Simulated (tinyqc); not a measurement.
Changing the hydrogen carrier pressure p_H: microkinetic model of low-temperature epitaxy from hydride gases: adsorption, hydrogen desorption and rate control. Computed by tinyqc, a small Python program. Command: `OMP_NUM_THREADS=1 python tinyqc.py 3014982 3014983 out.jsonl hepi sweep`. One thread of a shared host (Intel(R) Xeon(R) Processor @ 2.30GHz), about 0.04 s of CPU time with the checks.

Each hydride molecule needs two free sites and leaves four hydrogen atoms, of which two leave at once as H2; theta is the hydrogen coverage, the site density is 6.78 per nm^2 and one layer is 1.358 angstrom thick.

Inputs (values chosen for the exercise, close to those used for silane and germane on Si(001)):
```
quantity                                           value  unit
silane pressure p_S                                  2.4    Pa
sticking prefactor of silane s0                    0.016     -
adsorption barrier E_s                              0.14    eV
desorption prefactor nu_d                        5.8e+12   1/s
desorption energy on silicon E_d                    1.99    eV
sticking of hydrogen s_H                         3.3e-08     -
temperature T                                        510     C
germane pressure p_G                               0.092    Pa
sticking ratio of germane to silane r_G              4.5     -
lowering of E_d per unit germanium fraction, dE     0.45    eV
```

Film: silicon-germanium. Order of hydrogen desorption: first.

Constants: k_B = 8.617333262e-05 eV/K; u = 1.6605390666e-27 kg; k_B = 1.380649e-23 J/K.

Method:
- Flux per site F = p/(sqrt(2 pi M k_B T) x 6.78e18 per m^2), M = 32.12 u (silane), 76.63 u (germane), 2.016 u (hydrogen); s = s0 exp(-E_s/(k_B T)); k_S = s F_S, k_G = r_G s F_G; germanium fraction x = k_G/(k_S + k_G); k = k_S + k_G; k_H = s_H F_H; k_d = nu_d exp(-(E_d - dE x)/(k_B T)).
- Temperatures in kelvin are T(C) + 273.15.
- With k the hydride and k_H the hydrogen adsorption rate on free pairs and k_d the desorption rate, steady state: 2 (k + k_H)(1 - theta)^2 = k_d theta; growth rate R = k (1 - theta)^2 layers/s; 1 layer/s = 8.148 nm/min.
- With c = 2 (k + k_H)/k_d the free share is 1 - theta = 2/(1 + sqrt(1 + 4c)).
- X_i = d ln R/d ln k_i at fixed other constants. With f = 1 - theta and a = 2/f + 1/theta: d ln f/d ln k_d = 1/(a f), so X_d = 2/(a f), X_k = 1 - X_d k/(k + k_H), X_H = -X_d k_H/(k + k_H); they sum to 1.

One run for each value:
```
hydrogen carrier pressure p_H (Pa)  growth rate G (nm/min)  hydrogen coverage theta  X_H (hydrogen adsorption)
1                                                   5.5688                  0.77193                -2.1401e-05
4                                                   5.5684                  0.77194                -8.5598e-05
20                                                  5.5665                  0.77198                -4.2783e-04
70                                                  5.5606                  0.77210                -1.4957e-03
300                                                 5.5334                  0.77266                -6.3769e-03
1000                                                5.4523                  0.77433                -2.0925e-02
6000                                                4.9374                  0.78525                -1.1300e-01
20000                                               3.9129                  0.80882                -2.9461e-01
100000                                              1.8155                  0.86978                -6.6118e-01
```

What does the table show, and why?

Over the rows, growth rate G (nm/min) falls from 5.57 to 1.82; hydrogen coverage theta rises from 0.772 to 0.870; X_H (hydrogen adsorption) falls from -2.14e-5 to -0.661 (exponent d ln y / d ln x 1.00 between the first rows and 0.50 between the last). At the low end the exponent of growth rate G is 0.00, close to 0: carrier hydrogen plays no part.

Caution (rows 6000, 20000, 100000): at carrier pressures near or above 1e4 Pa gas-phase transport, left out here, begins to limit.
